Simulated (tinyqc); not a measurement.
## Gap voltage and exponent from three temperatures

Question. At constant current VBE(T) = Vg0 - a T - eta (kB T/q) ln T, where a is a constant. Find Vg0, eta and dVBE/dT at the middle temperature.

Constants: q = 1.602176634e-19 C, kB = 1.380649e-23 J/K. Results are converted to the units shown.

T (K): 233  253  390
VBE at a constant current (V): 0.7089959074  0.6649276642  0.3511549956

Answer. The relation is linear in Vg0, a and eta, so three points give a linear system; the slope is (VBE - Vg0 - eta kB T/q)/T. eta rests on the curvature of VBE(T) alone, so real fits need accuracy of some tens of microvolts or better.

Vg0 = 1.145 V
eta = 3.700
dVBE/dT = -2.216 mV/K

Computed by the program tinyqc: `OMP_NUM_THREADS=1 python tinyqc.py 2062081 2062082 out.jsonl`, one thread of a shared Intel Xeon 2.30GHz, about 0.02 s for the whole run.
